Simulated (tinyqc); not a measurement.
Fully depleted semiconductor-on-insulator film with two gates, non-linear Poisson equation by Newton steps: one step of the calculation.

One dimension across the film, front interface at x = 0, back interface at x = ts. psi is counted from the intrinsic level, n = ni exp(psi/Vt) (source grounded), holes neglected, acceptors ionised. Gates act through Cox = eps0 eox/tox and Cbox = 3.9 eps0/tb with potentials G1 = Vg - (phiM - chi - Vt ln(Nc/ni)) and G2 = Vb - (phiB - chi - Vt ln(Nc/ni)). Classical Boltzmann densities, no interface charge, no depletion in the back plane.

Question. Newton step. Solve a d_(i-1) + b_i d_i + a d_(i+1) = -F_i for all nodes. If the largest |d| exceeds 4 Vt, the whole step is scaled down so that it equals 4 Vt.

Inputs (values chosen for the exercise):
- T = 300 K (temperature)

Constants: q = 1.602176634e-19 C, kB = 1.380649e-23 J/K, Vt = kB T/q. Results are converted to the units shown.

a = 13.948378 uF/cm^2

```
node,diagonal b (F/cm^2),residual F (C/cm^2),psi at the start (V)
0,-1.7661425e-5,2.0822735e-6,0.06
1,-2.7896756e-5,-1.1696758e-11,0.06
2,-2.7896756e-5,-1.1696758e-11,0.06
3,-2.7896756e-5,-1.1696758e-11,0.06
4,-2.7896756e-5,-1.1696758e-11,0.06
5,-2.7896756e-5,-1.1696758e-11,0.06
6,-2.7896756e-5,-1.1696758e-11,0.06
7,-2.7896756e-5,-1.1696758e-11,0.06
8,-2.7896756e-5,-1.1696758e-11,0.06
9,-2.7896756e-5,-1.1696758e-11,0.06
10,-1.4014784e-5,-3.5812133e-8,0.06
```

Give: Newton step d, before damping; psi after iteration 1.

Answer.

```
node,"Newton step d, before damping (V)",psi after iteration 1 (V)
0,0.54231,0.16341
1,0.53738,0.16247
2,0.53246,0.16153
3,0.52754,0.16059
4,0.52262,0.15965
5,0.51770,0.15872
6,0.51278,0.15778
7,0.50787,0.15684
8,0.50295,0.15590
9,0.49803,0.15497
10,0.49312,0.15403
```

Range of the model: In so thin a film or at such density quantum confinement moves the charge away from the interfaces and raises the threshold.

Program tinyqc, `OMP_NUM_THREADS=1 python tinyqc.py 2190130 2190131 out.jsonl`; Intel Xeon 2.30GHz, shared host, one thread, about 0.6 s.
